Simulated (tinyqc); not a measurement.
Inside a calculation. Model: resistance of a source-drain extension with a graded tip.

Program tinyqc, `OMP_NUM_THREADS=1 python tinyqc.py 2282016 2282017 out.jsonl`; Intel Xeon 2.30GHz, shared host, one thread, about 0.04 s. Printed values are rounded.

y runs along the channel, the gate covers y > 0. The doping is N0 for y < y0 and N0 10^(-(y - y0)/la) beyond, uniform over the depth xj. Sheet conductance s(y) = q mu(N) max(N - Nch, 0) xj + (for y > 0) ma Cox Vo, with mu(N) = u0 + (u1 - u0)/(1 + (N/Nr)^au) and Cox = eps0 eox/tox. Current is taken as one-dimensional; depletion of the tip, spreading and the contact are left out. The metallurgical junction lies at yj, where N = Nch.

Parameters, values chosen for the exercise; mobility law close to that of electrons in silicon:
- eox = 3.9 (relative permittivity of the gate insulator (close to silicon dioxide))
- tox = 3.1 nm (insulator thickness)
- N0 = 2.1e20 cm^-3 (active doping of the extension far from the gate)
- la = 4.6 nm/decade (lateral abruptness)
- y0 = 3.6 nm (position under the gate where the fall begins (gate edge at 0))
- xj = 11 nm (depth of the extension)
- Nch = 3.2e18 cm^-3 (channel doping)
- Vo = 0.64 V (gate overdrive)
- ma = 130 cm^2/(V s) (mobility of the gate-induced layer)
- u1 = 1414 cm^2/(V s) (mobility at low doping)
- u0 = 68.5 cm^2/(V s) (mobility at high doping)
- Nr = 9.2e16 cm^-3 (reference doping)
- au = 0.711 (exponent)
- Lg = 45 nm (gate length)

Constants: q = 1.602176634e-19 C, eps0 = 8.8541878128e-14 F/cm where lengths are in cm. Results are converted to the units shown.

## Sheet resistances and junction position

yj = y0 + la log10(N0/Nch); sheet resistance of the full extension 1/[q mu(N0)(N0 - Nch) xj] and of the gate-induced layer 1/(ma Cox Vo); metallurgical length Lg - 2 yj; ye is where the doped and the gate-induced conductances are equal.

yj = 11.95852 nm
sheet resistance of the extension = 370.8482 ohm/square
sheet resistance of the induced layer = 10790.09 ohm/square
metallurgical length = 21.08296 nm
ye = 10.28620 nm
N at ye = 7.390896e18 cm^-3

The gate takes over 1.67 nm before the junction, where N is still 2.31 times the channel doping.

## Resistance of the overlapped part

Midpoint rule on 12 equal steps from 0 to yj: R_ov = sum h/s(y), per width.

| point | y (nm) | N (cm^-3) | doped conductance (uS) | sheet resistance (ohm/square) |
|---|---|---|---|---|
| 0 | 0.4982716 | 2.1e20 | 2696.521 | 358.5259 |
| 1 | 1.494815 | 2.1e20 | 2696.521 | 358.5259 |
| 2 | 2.491358 | 2.1e20 | 2696.521 | 358.5259 |
| 3 | 3.487901 | 2.1e20 | 2696.521 | 358.5259 |
| 4 | 4.484445 | 1.348804e20 | 1763.854 | 538.6388 |
| 5 | 5.480988 | 8.190471e19 | 1098.209 | 839.7108 |
| 6 | 6.477531 | 4.973580e19 | 686.1850 | 1283.923 |
| 7 | 7.474074 | 3.020155e19 | 428.3796 | 1919.175 |
| 8 | 8.470618 | 1.833958e19 | 264.0794 | 2803.028 |
| 9 | 9.467161 | 1.113652e19 | 156.0016 | 4021.245 |
| 10 | 10.46370 | 6.762538e18 | 81.01002 | 5757.462 |
| 11 | 11.46025 | 4.106482e18 | 24.47019 | 8536.223 |

R_ov = 27.040 ohm um

The exact integral is 27.266 ohm um; the coarse sum is 0.83 % below it.
